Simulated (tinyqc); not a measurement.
Hot electrons in a saturated n-channel MOSFET, lucky-electron model: two steps of the calculation.

Beyond pinch-off the lateral field grows as Esat cosh(y/l) over the velocity-saturated region (pseudo-two-dimensional model). Impact ionisation in this region gives the substrate current, which biases the body forward through Rsub. Currents are per width. Local-field laws: they overstate ionisation when the field peak is narrower than an energy relaxation length.

Values chosen for this exercise; values close to those of silicon n-channel devices: channel length L = 0.18 um; oxide thickness tox = 4.2 nm; junction depth xj = 74 nm; threshold VT = 0.76 V; effective mobility mu = 270 cm^2/(V s); saturation velocity vs = 9.2e6 cm/s; ionisation prefactor Ai = 2e6 1/cm; ionisation field Bi = 1.65 MV/cm; resistance of the lightly doped drain Rd = 0 ohm um; substrate resistance Rsub = 28000 ohm um; fall of VT per volt of forward body bias kb = 0.49; drain voltage Vd = 1.9 V; gate voltage Vg = 1.3 V.

Constants: eps0 = 8.8541878128e-14 F/cm where lengths are in cm. Results are converted to the units shown.

Question 1. Length and field scales. Cox = 3.9 eps0/tox, l = sqrt(3 tox xj), Esat = 2 vs/mu.

Wanted: Cox; l; Esat; Esat L.

Answer 1.

Cox = 0.8222 uF/cm^2
l = 30.54 nm
Esat = 0.06815 MV/cm
Esat L = 1.227 V

Question 2. Body bias from the substrate current. Cox = 3.9 eps0/tox. Overdrive g = Vg - VT + kb Vb; Vdsat = g Esat L/(g + Esat L); Id = Cox vs (g - Vdsat); dV = Vd - Id Rd - Vdsat; Em = sqrt((dV/l)^2 + Esat^2); Isub = Id (Ai/Bi) l Em exp(-Bi/Em). Vb(new) = Rsub Isub.

Vb after iteration 1 = 0.24704701 V
l = 30.535226 nm
Esat = 0.068148148 MV/cm

Wanted: Vdsat; Id; dV; Em; Isub; Vb after iteration 2.

Answer 2.

Vdsat = 0.4296 V
Id = 175.1 uA/um
dV = 1.470 V
Em = 0.4864 MV/cm
Isub = 10.60 uA/um
Vb after iteration 2 = 0.2967 V

Numbers from tinyqc (`OMP_NUM_THREADS=1 python tinyqc.py 2550036 2550037 out.jsonl`; about 0.01 s on one thread of a shared Intel Xeon 2.30GHz).
